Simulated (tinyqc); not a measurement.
Inside a calculation. Model: a particle near a wafer in liquid: double-layer and van der Waals forces (DLVO), deposition barrier and removal. Computed by tinyqc, a small Python program that keeps every step. Command: `OMP_NUM_THREADS=1 python tinyqc.py 3113542 3113543 out.jsonl dlvo walk`. One thread of a shared host (Intel(R) Xeon(R) Processor @ 2.30GHz), about 0.01 s of CPU time with the checks. Intermediate numbers are printed to about 7 digits and carried at full precision; extremes and crossings named in words are read from the listed rows.

Sphere and flat wall, Derjaguin approximation, constant potentials in the linear-superposition form, no retardation and no hydration force.

Inputs (values chosen for the exercise, of the order of those for silica on silica in water):
```
quantity                             value   unit
particle radius R                      120     nm
Hamaker constant A                 4.2e-21      J
potential of the particle psi_1        -24     mV
potential of the wafer psi_2           -50     mV
salt concentration c                 0.012  mol/L
valence z of the symmetric salt          1      -
temperature T                          298      K
dielectric constant of the liquid     78.4      -
gap h                                  1.8     nm
contact distance h0                    0.3     nm
contact radius over R                 0.17      -
viscosity                             0.91  mPa s
```

Constants: e = 1.602176634e-19 C; N_A = 6.02214076e+23 1/mol; eps_0 = 8.8541878128e-12 F/m; k_B = 1.380649e-23 J/K; k_B = 8.617333262e-05 eV/K.

## Screening

kappa^2 = 2 z^2 e^2 N_A (1000 c)/(eps eps_0 k_B T); gamma_i = tanh(z e psi_i/(4 k_B T)); Z = 64 pi eps eps_0 (k_B T/(z e))^2 gamma_1 gamma_2.

kappa = 0.3604203 1/nm

Debye length = 2.774538 nm

gamma_1 = -0.2294871

gamma_2 = -0.4516464

Z = 9.539593 pN

kappa R = 43.25044

Like signs: the double layers repel.

## Energy and force at one gap

U(h) = Z R exp(-kappa h) - A R/(6 h); F(h) = -dU/dh = kappa Z R exp(-kappa h) - A R/(6 h^2), positive for repulsion.

double-layer energy = 145.4321 k_B T

van der Waals energy = -11.34246 k_B T

U(h) = 134.0896 k_B T

F(h) = 189.7338 pN

Caution: for kappa h below 1 linear superposition is only rough, and charge regulation matters.

## The curve

The formulas are those given above.

Against the gap:
```
h (nm)   kappa h      U (k_B T)         F (pN)
0.4      0.14417   1.898386e+02  -1.678020e+02
0.6      0.21625   1.900997e+02   9.902247e+01
1.0      0.36042   1.736199e+02   2.037344e+02
1.5      0.54063   1.484277e+02   2.029522e+02
2.5      0.90105   1.048365e+02   1.541311e+02
4.0      1.44168   6.070671e+01   9.234019e+01
7.0      2.52294   1.940426e+01   3.138514e+01
12.0     4.32504   1.980504e+00   4.876478e+00
20.0     7.20841  -8.148341e-01   9.545630e-02
40.0    14.41681  -5.102582e-01  -5.227386e-02
```

Caution: in rows where h is not small against R, A R/(6 h) overstates the van der Waals term. Caution: in rows with kappa h below 1 linear superposition is only rough.

## Barrier and secondary minimum

F = 0 reads x^2 exp(-x) = y with x = kappa h and y = A kappa/(6 Z); the left side peaks at x = 2 with 4/e^2 = 0.5413, so roots exist for smaller y: x < 2 is the barrier, x > 2 the secondary minimum.

y = 0.02644706

position of the barrier = 0.4931456 nm

barrier height = 191.5268 k_B T

position of the secondary minimum = 21.42033 nm

energy at the secondary minimum = -0.8296755 k_B T

A barrier above 15 k_B T practically stops deposition.

## Critical salt concentration

The barrier height is zero when U = 0 and F = 0 together: kappa h = 1 and kappa = 6 Z/(e A), e = 2.718282 here; c follows from kappa^2, with the potentials held fixed.

critical kappa = 5.013458 1/nm

critical concentration = 2.321867 mol/L

Caution: above about 1 mol/L the Debye length is of molecular size and surface potentials do not stay fixed, so this value is formal.

## Adding salt

kappa scales as sqrt(c); potentials are held fixed. A dash marks rows without a maximum.

Against the concentration:
```
c (mol/L)  Debye length (nm)  barrier at (nm)  barrier (k_B T)  minimum at (nm)  minimum (k_B T)
2.32e-04            19.95434         1.248502         245.0070     2.047830e+02    -8.998316e-02
2.32e-03             6.31012         0.720435         219.8757     5.555991e+01    -3.257325e-01
2.32e-02             1.99543         0.425727         176.8218     1.450818e+01    -1.213686e+00
1.16e-01             0.89239         0.303292         130.7497     5.463243e+00    -3.126630e+00
4.64e-01             0.44619         0.235621          77.4373     2.248761e+00    -7.277544e+00
1.16e+00             0.28220         0.208038          34.9828     1.194432e+00    -1.305461e+01
2.09e+00             0.21024         0.199721           5.3820     7.636589e-01    -1.937482e+01
3.48e+00             0.16293         0.205317         -20.5305     4.862710e-01    -2.791827e+01
6.97e+00             0.11512                -                -                -                -
```

At low salt the barrier tends to Z R = 278 k_B T; it is half of that between 0.023 and 0.12 mol/L and changes sign at 2.3 mol/L, while the secondary minimum deepens to -19 k_B T at 0.9 of that.

## Removing an attached particle

Adhesion F_a = A R/(6 h0^2) [1 + a^2/(R h0)] - kappa Z R exp(-kappa h0), a the contact radius. Drag in a shear flow F_d = 1.7 x 6 pi mu R^2 G, acting at 1.4 R; rolling starts when 1.4 R F_d = a F_a. Wall shear stress = mu G.

van der Waals adhesion = 11722.67 pN

net adhesion F_a = 11352.36 pN

wall shear stress for rolling = 2987.408 Pa

shear rate G = 3282866 1/s

Checks made by the program: force against a difference of U (relative difference below 1e-10).
